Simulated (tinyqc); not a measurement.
## Resistive crossbar, vector-matrix product with wire resistance: effect of the wire resistance

2 rows and 3 columns. Cell (i, j) joins row node wij to column node bij. Each row is driven at its left end through one wire segment rw; neighbouring nodes along a row or a column are joined by rw; each column ends below the last row in one more rw and a virtual ground, where its current is read. Ideal output: I_j = sum_i V_i G_ij.

The nodal equations (Kirchhoff current law at every node) are solved for each rw; errors are I_j/ideal - 1.

Parameters, values chosen for the exercise: input voltages of the rows V = [0.11, 0.13] V.

cell conductances G (uS):
```
       column 1  column 2  column 3
row 1        33        24        49
row 2        46        34        18
```

Effect of the wire resistance:
```
rw (ohm)  error, column 1 (%)  error, column 2 (%)  error, column 3 (%)
1                    -0.01924             -0.02278             -0.03109
2                    -0.03848             -0.04554             -0.06216
5                    -0.09614              -0.1138              -0.1553
10                    -0.1921              -0.2273              -0.3101
20                    -0.3833              -0.4535              -0.6183
50                    -0.9522               -1.126               -1.532
100                    -1.884               -2.225               -3.020
200                    -3.691               -4.348               -5.870
500                    -8.696               -10.18               -13.53
```

What does the table show?

The error of the last column goes from -0.0311 % at rw = 1 ohm to -13.5 % at 500 ohm, as rw^(1.00) at the start and rw^(0.91) at the end. At 500 ohm the worst column is number 3.

tinyqc, about 0.03 s, one thread, Intel Xeon 2.30GHz (shared host): `OMP_NUM_THREADS=1 python tinyqc.py 2880119 2880120 out.jsonl`
